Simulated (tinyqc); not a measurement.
Interface traps by the conductance method, one level: one step of the calculation.

MOS capacitor on an n-type substrate; psi is the band bending, negative in depletion; only majority carriers are counted. The traps exchange electrons with the conduction band; their admittance lies in parallel with Cd, and that pair in series with Cox and Rs. w = 2 pi f.

Problem. Parallel conductance and capacitance. With x = w tau: Gp/w = Cit x/(1 + x^2), Cp = Cd + Cit/(1 + x^2).

Inputs (values chosen for the exercise): signal frequency f = 240 Hz.

Cd = 74.060978 nF/cm^2
tau = 0.0021176186 s
Cit = 135.21573 nF/cm^2

Give: x; Gp/w; Cp.

Solution.

x = 3.1933
Gp/w = 38.562 nF/cm^2
Cp = 86.137 nF/cm^2

The peak of Gp/w lies at x = 1 with the height 0.5 Cit; this frequency gives 0.285 Cit.

Numbers from tinyqc (`OMP_NUM_THREADS=1 python tinyqc.py 2030124 2030125 out.jsonl`; about 0.01 s on one thread of a shared Intel Xeon 2.30GHz).
